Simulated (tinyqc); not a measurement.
Two coupled magnetic layers: synthetic antiferromagnet, spin flop, exchange bias and magnetoresistance. From saturation field B_sat back to antiferromagnetic coupling J1. Computed by tinyqc, a small Python program. Command: `OMP_NUM_THREADS=1 python tinyqc.py 3020202 3020203 out.jsonl saf inv`. One thread of a shared host (Intel(R) Xeon(R) Processor @ 2.30GHz), about 0.4 s of CPU time with the checks.

Moments lie in the plane at the angles p1, p2 from the field. Energy per area: E = J1 cos(p1 - p2) + J2 cos^2(p1 - p2) - B M_s (t1 cos p1 + t2 cos p2) + K (t1 sin^2 p1 + t2 sin^2 p2).

Inputs (values chosen for the exercise, for a model stack):
```
quantity                         value    unit
saturation magnetisation M_s      1100    kA/m
thickness t1                       2.1      nm
thickness t2                       1.7      nm
biquadratic coupling J2              0  mJ/m^2
in-plane anisotropy K              3.4  kJ/m^3
field over the saturation field   0.37       -
```

Field direction: along the easy axis.

Method. The parallel state is stable while the Hessian at p1 = p2 = 0 is positive: with c = J1 + 2 J2 and u = B M_s + 2K, (u t1 - c)(u t2 - c) > c^2, so B_sat M_s = c (1/t1 + 1/t2) - 2K. B_K = 2K/M_s.

Task: A run gave the result below. Find the antiferromagnetic coupling J1, known to lie between 0.063 and 0.14 mJ/m^2.

saturation field B_sat = 80.60759 mT

Result:

Each step takes the trial c = (a f_b - b f_a)/(f_b - f_a), f being the result less the target and a, b, c the logarithms of the listed values; c replaces end b, the old b replaces a if the sign of f changed, and otherwise f_a is halved.

Scan of the range:
```
antiferromagnetic coupling J1 (mJ/m^2)  saturation field B_sat (mT)
0.0630                                                       54.781
0.0720                                                       63.490
0.0822                                                       73.360
0.0939                                                       84.681
0.1070                                                       97.358
0.1230                                                      112.840
0.1400                                                      129.291
```

False position (Illinois rule, in the logarithm of the input) inside the bracket:
```
step      end a      end b      trial  saturation field B_sat (mT)
1     0.0822000  0.0939000  0.0895096                      80.4330
2     0.0939000  0.0895096  0.0896859                      80.6036
3     0.0939000  0.0896859  0.0896939                      80.6114
4     0.0896859  0.0896939  0.0896900                      80.6076
5     0.0896939  0.0896900  0.0896900                      80.6076
```

Saturation field B_sat rises at every point of a 13-point scan of the range (every second point is shown), so one value fits; it is bracketed by 0.0822 and 0.0939. The scan shows a straight line, so linear interpolation between any two rows gives the answer at once. Answer: antiferromagnetic coupling J1 = 0.08969 mJ/m^2.
